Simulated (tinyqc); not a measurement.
Heat flow across a film from the phonon Boltzmann equation in the relaxation-time approximation. Which input was changed? Computed by tinyqc, a small Python program. Command: `OMP_NUM_THREADS=1 python tinyqc.py 3018946 3018947 out.jsonl slabbte which`. One thread of a shared host (Intel(R) Xeon(R) Processor @ 2.30GHz), about 0.1 s of CPU time with the checks.

Two black walls, hot at x = 0 and cold at x = L, emit phonons isotropically. For one free path Lambda, with tau = x/Lambda, tau_L = L/Lambda and phi = (T - T_cold)/Delta T, energy balance gives phi(tau) = (1/2) [E2(tau) + int_0^tau_L phi(s) E1(|tau - s|) ds]; E_n are the exponential integrals. The flux over the ballistic flux C v Delta T/4 is psi = 1 - 2 int_0^tau_L phi(s) E2(s) ds, and kappa_eff/kappa = (3/4) tau_L psi. kappa = C v Lambda/3 is an input, so at fixed kappa a longer free path means a smaller C v.

Inputs (values chosen for the exercise, modelled on gallium nitride):
```
quantity                             value     unit
bulk conductivity kappa                192  W/(m K)
film thickness L                        12       nm
wall temperature difference Delta T    8.8        K
free path Lambda_1                     100       nm
free path Lambda_2                    1200       nm
share f_2 of kappa                    0.31        -
cells n in the small system              6        -
```

Free-path groups: two.

Method:
- Cut the film into n equal cells with constant phi, collocated at the centres c_i: the kernel integrates to A_ij = |E2(|c_i - e_j|) - E2(|c_i - e_(j+1)|)|/2 for cell edges e_j, and A_ii = 1 - E2(half a cell); solve (1 - A) phi = E2(c)/2; psi = 1 - 2 sum_j phi_j [E3(e_j) - E3(e_(j+1))].
- Use 150 and 300 cells and extrapolate psi = (4 psi(300) - psi(150))/3. The jump at the hot wall is 1 - phi there (linear extrapolation from the first two of 300 cells). Two-flux (diffusion with slip) formula: psi = 1/(1 + 3 tau_L/4).
- Each group is solved on its own with 150 and 300 cells, psi = (4 psi(300) - psi(150))/3, and weighted by its share of kappa (f_1 is what the others leave); exchange of energy between groups inside the film is left out.
- Flux J = kappa_eff Delta T/L; apparent boundary resistance per wall (L/kappa_eff - L/kappa)/2.

Problem. One of these inputs alone was changed, within the range given: film thickness L (6 to 24); free path Lambda_1 (50 to 200); free path Lambda_2 (600 to 2400); share f_2 of kappa (0.155 to 0.6). Which one, and to what value?

Results:
```
run     flux J (GW/m^2)  apparent resistance per wall (m^2 K/GW)  jump at the wall / Delta T for Lambda_1
before         8.204857                                0.5050177                                0.4197954
after          9.276196                                0.4430824                                0.4119569
```

Solution.

Each candidate set to reproduce flux J, and what it then gives; columns: (1) candidate; (2) range searched; (3) value needed; (4) apparent resistance per wall (m^2 K/GW); (5) jump at the wall / Delta T for Lambda_1:
```
(1)                               (2)           (3)      (4)      (5)
film thickness L (nm)         6 to 24  out of reach        -        -
free path Lambda_1 (nm)     50 to 200         86.80  0.44308  0.41196
free path Lambda_2 (nm)   600 to 2400  out of reach        -        -
share f_2 of kappa       0.155 to 0.6        0.2067  0.44308  0.41980
```

Only free path Lambda_1 fits every result: it went from 100 to 86.8 nm. The next best candidate, share f_2 of kappa, misses one result by 1.9 %.
